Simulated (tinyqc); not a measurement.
Electron continuity equation in a given potential, Scharfetter-Gummel discretisation: two steps of the calculation.

Steady state in one dimension: J = q mu n E + q D dn/dx with E = -dpsi/dx and D = mu Vt, dJ/dx = 0, fixed densities nL and nR at the ends. The potential is given, psi = U x/L, and is not changed by the electrons.

Inputs (values chosen for the exercise); mobility close to that of gallium nitride at room temperature:
```
symbol,value,unit,meaning
T,300,K,temperature
mu,1010,cm^2/(V s),electron mobility
L,2.1,um,length of the region
nL,1.4e12,cm^-3,density at x = 0
nR,0,cm^-3,density at x = L
```

Constants: q = 1.602176634e-19 C, kB = 1.380649e-23 J/K, Vt = kB T/q. Results are converted to the units shown.

Question 1. Bernoulli factors. d_i = (psi_(i+1) - psi_i)/Vt; B(d) = d/(exp(d) - 1), B(0) = 1. The flux on interval i is J_i = (q D/h) [n_(i+1) B(d_i) - n_i B(-d_i)].

psi, node 0 to 11 (V): 0.00000000  0.09000000  0.18000000  0.27000000  0.36000000  0.45000000  0.54000000  0.63000000  0.72000000  0.81000000  0.90000000  0.99000000

Find: d_i; B(d_i); B(-d_i).

Answer 1.

```
interval     d_i   B(d_i)  B(-d_i)
0         3.4814  0.11051   3.5919
1         3.4814  0.11051   3.5919
2         3.4814  0.11051   3.5919
3         3.4814  0.11051   3.5919
4         3.4814  0.11051   3.5919
5         3.4814  0.11051   3.5919
6         3.4814  0.11051   3.5919
7         3.4814  0.11051   3.5919
8         3.4814  0.11051   3.5919
9         3.4814  0.11051   3.5919
10        3.4814  0.11051   3.5919
```

The largest |d_i| is 3.48, above 2, where central differences lose the sign pattern that keeps densities positive.

Question 2. Densities and current. B(d) = d/(exp(d) - 1) with d_i = (psi_(i+1) - psi_i)/Vt; b and f are the diagonal and right side of the balance equations. Solve B(-d_(i-1)) n_(i-1) + b_i n_i + B(d_i) n_(i+1) = f_i (end values already in f), then J_i = (q D/h) [n_(i+1) B(d_i) - n_i B(-d_i)], h = L/11, D = mu Vt.

```
interval      B(d_i)    B(-d_i)
0         0.11050607  3.5918615
1         0.11050607  3.5918615
2         0.11050607  3.5918615
3         0.11050607  3.5918615
4         0.11050607  3.5918615
5         0.11050607  3.5918615
6         0.11050607  3.5918615
7         0.11050607  3.5918615
8         0.11050607  3.5918615
9         0.11050607  3.5918615
10        0.11050607  3.5918615
```

```
node  diagonal b  right side f (cm^-3)
1     -3.7023676         -5.0286061e12
2     -3.7023676                     0
3     -3.7023676                     0
4     -3.7023676                     0
5     -3.7023676                     0
6     -3.7023676                     0
7     -3.7023676                     0
8     -3.7023676                     0
9     -3.7023676                     0
10    -3.7023676                     0
```

Wanted: n; J.

Answer 2.

n, node 0 to 11 (cm^-3): 1.4000e12  1.4000e12  1.4000e12  1.4000e12  1.4000e12  1.4000e12  1.4000e12  1.4000e12  1.4000e12  1.3987e12  1.3569e12  0
J, interval 0 to 10 (A/cm^2): -1.0680  -1.0680  -1.0680  -1.0680  -1.0680  -1.0680  -1.0680  -1.0680  -1.0680  -1.0680  -1.0680

Numbers from tinyqc (`OMP_NUM_THREADS=1 python tinyqc.py 2220151 2220152 out.jsonl`; about 0.01 s on one thread of a shared Intel Xeon 2.30GHz).
